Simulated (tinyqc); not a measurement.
Worked calculation: two-band k.p model of the Delta valleys near the X point under shear strain. Values are carried at full precision from step to step, so a last printed digit may differ when a step is redone from the rounded ones.

Constants: hbar^2/2m0 = 3.80998211 eV angstrom^2.

Values chosen for the exercise (near those of Si; shifted at random, so the results belong to these values and not to a real crystal):
- a = 5.443 angstrom (lattice constant)
- ml = 0.891 m0 (longitudinal mass)
- mt = 0.189 m0 (transverse mass)
- kx0 = 0.148 2 pi/a (distance of the minimum from X)
- D = 14.3 eV (shear deformation potential)
- Mp = 0.233 m0 (coupling mass)
- exy = -0.012 (shear strain)
- k = (0.031, 0.057, 0.111) 1/angstrom (wave vector from X)

## Scales

k0 = kx0 2 pi/a; Delta = 2 c k0^2/ml with c = hbar^2/2m0, half the splitting of the two bands at k0; eta = D exy/Delta measures the shear coupling against it.

k0 = 0.17085 1/angstrom
Delta = 0.24962 eV
eta = -0.6874
splitting of the two bands at X, 2 |D exy| = 0.3432 eV

## The Hamiltonian at one k

Valley pair on the [001] axis, kz counted from the X point, c = hbar^2/2m0, k0 = kx0 2 pi/a. H = (c kz^2/ml + c (kx^2 + ky^2)/mt + c k0^2/ml) 1 + (2 c k0 kz/ml) sigma_z + (D exy - 2 c kx ky/Mp) sigma_x, so E = c kz^2/ml + c (kx^2 + ky^2)/mt + c k0^2/ml -/+ sqrt((2 c k0 kz/ml)^2 + (D exy - 2 c kx ky/Mp)^2). Without strain the lower band has its minima, E = 0, at kz = +/- k0. Shifts from diagonal strain are left out.

Fill in the 2 x 2 matrix (sigma_z diagonal) and give its levels.

H(k) (eV):
```
         1        2
1   0.4245  -0.2294
2  -0.2294   0.1002
```

levels (eV): -0.0186  0.5433

## Position, depth and masses of the minimum

For |eta| < 1: k_min = k0 sqrt(1 - eta^2), E_min = -Delta eta^2/2, ml(eta) = ml/(1 - eta^2), 1/m[110] = 1/mt + eta/Mp, 1/m[1-10] = 1/mt - eta/Mp. For |eta| > 1 the minimum sits at X: E_min = -Delta (2 |eta| - 1)/2, ml(eta) = ml/(1 - 1/|eta|), and eta is replaced by its sign in the transverse masses.

k_min = 0.1241 1/angstrom
E_min = -58.98 meV
ml(eta) = 1.689 m0

masses along [110] and [1-10] (m0): 0.4272  0.1213

The minimum has moved 27.4 % of the way to X; electrons are lighter along [1-10] (-35.8 % against mt) and heavier across (+126.1 %).

## The two bands along kz

kx = ky = 0, kz from 0 to 1.6 k0 in steps of 0.2 k0, with and without the strain.

Levels (eV):
```
kz/k0  kz (1/angstrom)    lower   upper  lower, no strain  upper, no strain
0.0             0.0000  -0.0468  0.2964            0.1248            0.1248
0.2             0.0342  -0.0489  0.3085            0.0799            0.1797
0.4             0.0683  -0.0538  0.3433            0.0449            0.2446
0.6             0.1025  -0.0580  0.3975            0.0200            0.3195
0.8             0.1367  -0.0586  0.4680            0.0050            0.4044
1.0             0.1708  -0.0533  0.5525            0.0000            0.4992
1.2             0.2050  -0.0407  0.6498            0.0050            0.6041
1.4             0.2392  -0.0199  0.7588            0.0200            0.7189
1.6             0.2734   0.0096  0.8790            0.0449            0.8437
```

## Checks

- Depth of the minimum by numerical search against the closed form (eV): both -0.058982.
- Mass along [110] by finite differences against the closed form: both 0.4272.

Run: tinyqc, `OMP_NUM_THREADS=1 python tinyqc.py 1080041 1080042 out.jsonl`; Intel(R) Xeon(R) Processor @ 2.30GHz, one thread, shared host; about 0.01 s of CPU time with all checks.
